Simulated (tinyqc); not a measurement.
Raman shift of the zone-centre optical phonon of a diamond-structure crystal under stress: one step, computed by the program tinyqc.

Axes x, y, z are the cube axes. Strain shifts the threefold optical mode and can split it; p, q and r are the phonon deformation potentials.

Question. Heating mistaken for stress. A temperature above 300 K shifts the line by (d omega/dT)(T - 300 K); divided by the shift per stress it poses as a stress; the total shift adds it to the shift of the observed line. The anti-Stokes to Stokes ratio is [(omega_L + omega_0)/(omega_L - omega_0)]^3 exp(-h c omega_0/(k_B T)) in photon counts, omega_L = 1/wavelength, resonance effects left out.

Inputs (values chosen for the exercise, modelled on germanium):
```
quantity                             value      unit
unstrained frequency omega_0         300.9      1/cm
temperature coefficient d omega/dT  -0.016  1/(cm K)
local temperature T                    400         K
laser wavelength                       364        nm
```

Stress state: biaxial. Axis: [001].

shift per stress = -3.071792 1/(cm GPa)

shift of the observed line = 1.167281 1/cm

Constants: h = 6.62607015e-34 J s; c = 299792458 m/s; k_B = 1.380649e-23 J/K.

Give: thermal shift; apparent stress from heating; total shift; anti-Stokes/Stokes ratio.

Answer.

thermal shift = -1.6 1/cm

apparent stress from heating = 0.5209 GPa

total shift = -0.4327 1/cm

anti-Stokes/Stokes ratio = 0.3618
